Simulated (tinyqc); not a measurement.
Capillary instabilities by surface diffusion: grooving and agglomeration of films, edge retraction, wire break-up and smoothing of roughness: one step, computed by the program tinyqc.

Isotropic surface energy; shapes change by surface diffusion alone.

Task: Retraction of a straight edge. A rim shaped as a circular segment with contact angle theta holds the area h x; its radius r obeys r^2 (theta - sin theta cos theta) = h x. To advance, the edge must carry a strip of the rim height H = r (1 - cos theta) over the rim, driven by the curvature 1/r over the distance r theta (the scaling argument of Brandon and Bradshaw): H dx/dt = B/(theta r^2) gives x^(5/2) = (5/2) B t c^(3/2)/(theta (1 - cos theta) h^(3/2)), c = theta - sin theta cos theta.

Inputs (values chosen for the exercise, of the order of those of a nickel silicide film):

| quantity | value | unit |
|---|---|---|
| contact angle on the substrate theta | 70 | degrees |
| temperature T | 960 | K |
| time t | 13 | s |
| film thickness h | 3.6 | nm |

B = 69.56437 nm^4/s

Give: retraction x; rim height H; present speed.

Result:

retraction x = 10.44 nm

rim height H = 4.250 nm

present speed = 0.3211 nm/s

The rim is 1.2 times the film thickness. x goes as t^(2/5) h^(-3/5): thin films retract faster. Caution: the rim is not yet high against the film, as the scaling law assumes.
